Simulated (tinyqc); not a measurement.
## Bandgap voltage reference from two bipolar transistors: output against temperature

Two transistors of area 1 and N carry the same current I. Is(T) = Is (T/T0)^eta exp[(Vg0 q/kB)(1/T0 - 1/T)], VBE1 = Vt ln(I/Is(T)) + I rb, VBE2 = Vt ln(I/(N Is(T))) + I rb/N. The amplifier forces I R1(T) = VBE1 - VBE2 + Vos, with R(T) = R (1 + tc (T - T0)) for both resistors, and the output is Vref = VBE1 + I R2(T). Base currents and the Early effect are neglected.

Vt = kB T/q; I = (Vt ln N + Vos)/(R1(T) - rb (1 - 1/N)).

Inputs (values chosen for the exercise); values of the order met in silicon bipolar transistors:
```
symbol    value   unit                                                   meaning
T0          298      K                                     reference temperature
Vg0       1.143      V                      band-gap voltage extrapolated to 0 K
eta         3.4                   temperature exponent of the saturation current
Is      1.9e-16      A           saturation current of the unit transistor at T0
N             8                              area ratio of the second transistor
R1          5.4   kohm  resistor across which the difference of VBE falls, at T0
tc        -1400  ppm/K                 temperature coefficient of both resistors
Vos           0     mV                                   offset of the amplifier
rb            0    ohm                  series resistance of the unit transistor
R2        57.79   kohm                                     output resistor at T0
```

Constants: q = 1.602176634e-19 C, kB = 1.380649e-23 J/K. Results are converted to the units shown.

Result of one run:
```
I (uA)  VBE1 (V)  I R2 (V)  Vref (V)  Vref - Vref(T0) (mV)  dVref/dT (uV/K)
15.36     0.4441    0.7632     1.207                 2.203            10.65
```

Which temperature T gave this result: 348, 373, 398 or 423 K?

T = 398 K.

The whole series:
```
T (K)  I (uA)  VBE1 (V)  I R2 (V)  Vref (V)  Vref - Vref(T0) (mV)  dVref/dT (uV/K)
218     6.505    0.7825    0.4181     1.201                -4.579            80.82
233     7.087    0.7549    0.4468     1.202                -3.443            70.81
253     7.898    0.7178    0.4852     1.203                -2.148            58.97
273     8.753    0.6805    0.5235     1.204                -1.074            48.64
298     9.889    0.6337    0.5715     1.205                     0            37.62
323     11.11    0.5865    0.6194     1.206                0.8222            28.46
348     12.42    0.5392    0.6674     1.207                 1.437            20.98
373     13.83    0.4917    0.7153     1.207                 1.884            15.08
398     15.36    0.4441    0.7632     1.207                 2.203            10.65
423     17.01    0.3964    0.8112     1.208                 2.429            7.656
```

VBE1 falls by 1.88 mV/K on average and I R2 rises by 1.92 mV/K. Between 233 and 398 K Vref spans 5.65 mV, or 28.4 ppm/K by the box method (span over the average over T, over 165 K).

Computed by the program tinyqc: `OMP_NUM_THREADS=1 python tinyqc.py 2062198 2062199 out.jsonl`, one thread of a shared Intel Xeon 2.30GHz, about 0.02 s for the whole run.
